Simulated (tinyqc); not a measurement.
Swing of the coupled dose with resist thickness: standing waves and exposure in a photoresist film.

Normal incidence from air. Unexposed resist: N1 = n1 + i k1 with k1 = (A + B) lam/(4 pi), lam in micrometres. r01 = (1 - N1)/(1 + N1), t01 = 2/(1 + N1). Substrate Ns = ns + i ks: r12 = (N1 - Ns)/(N1 + Ns). With p = exp(2 pi i N1 d/lam), the field at depth z is E(z) = t01 [exp(2 pi i N1 z/lam) + r12 p^2 exp(-2 pi i N1 z/lam)]/(1 + r01 r12 p^2), the relative intensity I(z) = n1 |E(z)|^2 and the reflectance R = |(r01 + r12 p^2)/(1 + r01 r12 p^2)|^2.

Values chosen for the exercise (a resist on Al, indices near tabulated ones; shifted at random, so the results belong to these values and not to a real crystal):
```
symbol  value  unit          meaning
lam     365    nm            vacuum wavelength
n1      1.699                resist index
A       0.27   1/micrometre  bleachable absorption (Dill A)
B       0.11   1/micrometre  fixed absorption (Dill B)
d       1044   nm            resist thickness
ns      0.405                substrate n
ks      4.482                substrate k
```

The mean of I is taken over 800 depths; the relative dose to clear is taken as 1/(mean of I over the lowest period, 60 depths), scaled to 1 in the first row.

Swing:
```
d (nm)       R  mean I  relative dose
1044.0  0.5242  1.0512          1.000
1061.9  0.5806  0.9114          1.139
1079.8  0.5225  1.0211          1.004
1097.7  0.3386  1.3943          0.736
1115.6  0.1782  1.7108          0.609
1133.5  0.3197  1.3987          0.754
1151.4  0.4963  1.0215          1.034
1169.3  0.5544  0.8901          1.173
1187.2  0.4949  0.9942          1.039
1205.1  0.3097  1.3410          0.771
1223.0  0.1521  1.6280          0.644
1240.9  0.2920  1.3437          0.789
1258.8  0.4700  0.9931          1.069
```

How do the results move, and what explains it?

The period is 107.4 nm, six rows. The relative dose swings between 0.609 and 1.173, a ratio (max - min)/mean of 0.624, against the estimate 4 sqrt(|r01|^2 |r12|^2) exp(-(A + B) d) = 0.654 for the oscillating part alone; the ratio from the table also holds the slow rise from absorption, 6.9 % over two periods, so the two are not strictly comparable. The dose is least sensitive to thickness at an extremum; the lowest dose listed is at 1115.6 nm.

Program tinyqc; command `OMP_NUM_THREADS=1 python tinyqc.py 1652320 1652321 out.jsonl`; about 0.01 s on one thread of a shared Intel(R) Xeon(R) Processor @ 2.30GHz.
